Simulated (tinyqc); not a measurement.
A log to judge: nudged elastic band on a two-dimensional model surface. Computed by tinyqc. Command: `OMP_NUM_THREADS=1 python tinyqc.py 3014077 3014078 out.jsonl neb walk`. One thread of a shared host (Intel(R) Xeon(R) Processor @ 2.30GHz), about 0.1 s of CPU time with the checks.

V(x, y) = h u^2 + t x + (kappa/2)(y + c u)^2 with u = x^2/w^2 - 1; the path runs from the minimum near (-w, 0) to that near (w, 0).

Inputs (values chosen for the exercise, for a model surface):
```
quantity                     value           unit
height h                      0.98             eV
half width w                   1.1       angstrom
transverse stiffness kappa     1.6  eV/angstrom^2
curvature c                   0.46       angstrom
tilt t                      -0.046    eV/angstrom
movable images n                 5              -
spring constant k_s            1.1  eV/angstrom^2
step factor eta             0.0022  angstrom^2/eV
iteration cap                  100              -
```

Surface: curved double well. Climbing image: on.

Method:
- Newton steps x(new) = x - H^-1 grad V (moves limited to 0.3 angstrom) from (-w, 0), (w, 0) and (0, c) give the two minima and the saddle.
- Tangent at image i: towards the higher neighbour if the energies rise or fall through i; at a maximum or minimum, tau = t+ dmax + t- dmin if V(i+1) > V(i-1), else t+ dmin + t- dmax, with t+ = R(i+1) - R(i), t- = R(i) - R(i-1) and dmax, dmin the larger and smaller of |V(i+1) - V(i)| and |V(i-1) - V(i)|; then normalise. Force F = -grad V + (grad V.tau) tau + k_s (|t+| - |t-|) tau.
- With a climbing image, the highest image feels instead F = -grad V + 2 (grad V.tau) tau and no spring.
- Update R(new) = R + eta F; the end points stay fixed.
- Start on the straight line; stop when the largest force is below 1e-4 or above 1e6 eV/angstrom.

Course of the band:
```
iteration  highest image (eV)  largest force (eV/angstrom)
1                     1.09839                     0.739517
2                     1.09721                     0.736883
3                     1.09604                     0.734259
4                     1.09488                     0.731644
5                     1.09372                     0.729039
6                     1.09257                     0.726443
7                     1.09144                     0.723857
8                     1.09030                     0.721280
9                     1.08918                     0.718712
...                       ...                          ...
92                    1.01875                     0.535055
93                    1.01812                     0.533161
94                    1.01750                     0.531274
95                    1.01689                     0.529393
96                    1.01628                     0.527519
97                    1.01567                     0.525652
98                    1.01507                     0.523792
99                    1.01447                     0.521938
100                   1.01388                     0.520091
```

Band at the end:
```
image  x (angstrom)  y (angstrom)    E (eV)
0          -1.09283      0.005977   0.00000
1          -0.73066      0.092540   0.31082
2          -0.36256      0.125473   0.80966
3          -0.00343      0.135615   1.01388
4           0.37522      0.123521   0.76156
5           0.74569      0.087763   0.22221
6           1.10703     -0.005900  -0.10120
```

Can the last value be used, and what does the course show?

No. Not converged within 100 iterations: the residual falls at every step, but slowly, by a factor of about 0.996 a step. Reruns converge with step factor eta = 0.055, iteration cap = 600. Reruns still fail with step factor eta = 0.00037, iteration cap = 600; and with iteration cap = 600.
